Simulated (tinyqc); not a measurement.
Worked calculation: static screening by free carriers. Values are carried at full precision from step to step, so a last printed digit may differ when a step is redone from the rounded ones.

kF = (3 pi^2 n/Mv)^(1/3), EF = c kF^2/m with c = hbar^2/2m0, n in 1/angstrom^3 (1e-24 per 1/cm^3), e2 = e^2/(4 pi eps0). Thomas-Fermi: qTF^2 = 6 pi e2 n/(eps EF). Debye: qD^2 = 4 pi e2 n/(eps kB T).

Constants: hbar^2/2m0 = 3.80998211 eV angstrom^2; e^2/(4 pi eps0) = 14.39964547 eV angstrom; kB = 8.617333262e-05 eV/K; a0 (Bohr radius) = 0.5291772105 angstrom; hbar = 6.58211957e-16 eV s.

Values chosen for the exercise (near those of Si; shifted at random, so the results belong to these values and not to a real crystal): n = 2.4e+17 1/cm^3 (carrier density); m = 0.3215 m0 (mass of one isotropic valley); Mv = 6 (valleys); eps = 11.2 (background dielectric constant); T = 200 K; q = 0.0359 1/angstrom (wave vector); aD = 13.2 angstrom (trial radius); NI = 3.6e+17 1/cm^3 (ionised impurities).

## Fermi and screening wave vectors

Also the effective Bohr radius aB = a0 eps/m and rs = (3/(4 pi n))^(1/3)/aB.

kF = 0.010580 1/angstrom
EF at 0 K = 1.327 meV
EF/kT = 0.0770
qTF = 0.066215 1/angstrom
qD = 0.014999 1/angstrom
aB = 18.43 angstrom
rs = 5.41

The gas is not degenerate, so the Debye value applies.

## Screening at finite temperature

F_j(eta) = (1/Gamma(j + 1)) integral_0^infinity x^j dx/(1 + exp(x - eta)), which tends to exp(eta) for eta << 0.

At finite T: qs^2 = qD^2 F_-1/2(eta)/F_1/2(eta), where n = Mv N F_1/2(eta) and N = 2 (m kB T/(4 pi c))^(3/2) with c = hbar^2/2m0, in 1/angstrom^3; times 1e24 for 1/cm^3.

Solve for eta and form qs.

n/(Mv N) = 0.01606
eta = -4.125
qs = 0.01496 1/angstrom
screening length 1/qs = 66.86 angstrom

qs is 0.997 of the Debye value and 0.226 of the Thomas-Fermi value.

## Lindhard function at one q

Lindhard at zero temperature: eps(q)/eps = 1 + (qTF/q)^2 L(x), x = q/(2 kF), L(x) = 1/2 + ((1 - x^2)/(4x)) ln|(1 + x)/(1 - x)|.

Compare with Thomas-Fermi, 1 + (qTF/q)^2.

x = 1.6966
L(x) = 0.1254
eps(q)/eps, Lindhard = 1.426
eps(q)/eps, Thomas-Fermi = 4.402

The carriers respond with 13 % of their long-wave strength at this q, beyond 2 kF, where no pair of states on the Fermi surface is joined by q. The zero-temperature form is an exercise here: at the temperature of this gas EF is only 0.077 kT.

## A donor in the screened potential

Donor in the screened potential -(e2/eps) exp(-qs r)/r with the trial function exp(-r/a): E(a) = c/(m a^2) - (e2/eps) 4/(a (2 + qs a)^2), e2 = e^2/(4 pi eps0), c = hbar^2/2m0; isotropic mass.

Evaluate both terms at a = aD.

kinetic term = 68.013 meV
potential term = -80.684 meV
E(aD) = -12.671 meV
unscreened level -m Ry/eps^2 (Ry = 13.60569312 eV) = -34.871 meV

This trial radius gives a bound state.

## Ionised-impurity scattering at E = 3 kT

Brooks-Herring rate for an electron of energy E: 1/tau = NI (pi e2^2/(eps^2 hbar)) (sqrt(c/m)/E^(3/2)) Phi(b), with Phi = ln(1 + b) - b/(1 + b), b = (2k/qs)^2, k^2 = m E/c, NI in 1/angstrom^3.

e2 = e^2/(4 pi eps0), c = hbar^2/2m0; mobility estimate mu = tau/(m m0/e) with m0/e = 5.685630e-12 kg/C, times 1e4 for cm^2/(V s).

b = 78.01
Phi = 3.3822
1/tau = 2.81e+12 1/s
mu at this energy = 1.94e+03 cm^2/(V s)

b is well above 1, the regime that the Brooks-Herring formula is meant for; a true mobility averages tau over the distribution.

## Checks

- Scattering rate against the golden-rule integral over angles (1/s): both 2.813e+12.
- L(x) at x = 0.7 against the integral over the Fermi sphere: both 0.81595.

Run: tinyqc, `OMP_NUM_THREADS=1 python tinyqc.py 1682147 1682148 out.jsonl`; Intel(R) Xeon(R) Processor @ 2.30GHz, one thread, shared host; about 0.01 s of CPU time with all checks.
